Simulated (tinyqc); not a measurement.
# Voltage drop against the factor on the load at the hot node

A grid of 13 by 13 nodes with segments Rx (rows) and Ry (columns); every node draws I1 and the central node kh I1; pads with resistance Rp sit at the nodes whose row and column are multiples of the pitch, counting from 0. The drops u = Vdd - V follow from G u = i, with G the conductance matrix and i the load currents, solved directly. Here the pitch is 3.

Inputs (values chosen for the exercise): supply voltage Vdd = 0.7 V; resistance of a horizontal segment Rx = 0.13 ohm; resistance of a vertical segment Ry = 0.11 ohm; resistance from a pad node to the supply Rp = 0.36 ohm; load current of a node in the large grid I1 = 2 mA.

Voltage drop against the factor on the load at the hot node:
```
kh   pads  worst drop (mV)  mean drop (mV)  largest drop at a pad (mV)  largest pad current (mA)  worst drop over Vdd (%)
1      25            5.777           5.352                       5.308                     14.74                   0.8252
2      25            5.838           5.383                       5.432                     15.09                   0.8340
5      25            6.023           5.477                       5.805                     16.13                   0.8604
10     25            6.427           5.634                       6.427                     17.85                   0.9182
20     25            7.671           5.948                       7.671                     21.31                    1.096
50     25            11.40           6.891                       11.40                     31.67                    1.629
100    25            17.62           8.461                       17.62                     48.95                    2.517
```

The worst drop rises from 5.78 to 17.6 mV and the mean drop rises from 5.35 to 8.46 mV. The central node is itself a pad. The drops are linear in the loads, so the mean grows by 0.0314 mV for each unit of kh in every row.

tinyqc, about 0.08 s, one thread, Intel Xeon 2.30GHz (shared host): `OMP_NUM_THREADS=1 python tinyqc.py 2770218 2770219 out.jsonl`
